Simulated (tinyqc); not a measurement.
From results back to parameters: coherent potential approximation for a binary alloy with a semi-elliptic band. Three cases, with inputs chosen for the exercise.

Problem. With levels eA = -x d and eB = (1 - x) d on a semi-elliptic band of half width W, the alloy density has second moment W^2/4 + x (1 - x) d^2 and third moment x (1 - x)(1 - 2x) d^3 about its centre (exact, and kept by the CPA). The moments below come from hidden x and d > 0.

Find: d; x.

Method. v = m2 - W^2/4 = x (1 - x) d^2 and u = m3/v = (1 - 2x) d; then d^2 = u^2 + 4v and x = (1 - u/d)/2.

Case 1.

Values chosen: W = 3.4 eV (half width of the pure band).
second moment = 3.079805 eV^2
third moment = 0.023384 eV^3

Solution.

d = 0.88 eV
x = 0.43

Case 2.

Values chosen: W = 2.5 eV (half width of the pure band).
second moment = 1.622957 eV^2
third moment = 0.024763 eV^3

Solution.

d = 0.64 eV
x = 0.18

Case 3.

Values chosen: W = 3.9 eV (half width of the pure band).
second moment = 4.266187 eV^2
third moment = 0.977638 eV^3

Solution.

d = 2.51 eV
x = 0.08

Computed by tinyqc, one run a case: `OMP_NUM_THREADS=1 python tinyqc.py N N+1 out.jsonl` with N = 1480420, 1480422, 1480468; one thread of a shared Intel(R) Xeon(R) Processor @ 2.30GHz, about 0.01 s a run at most.
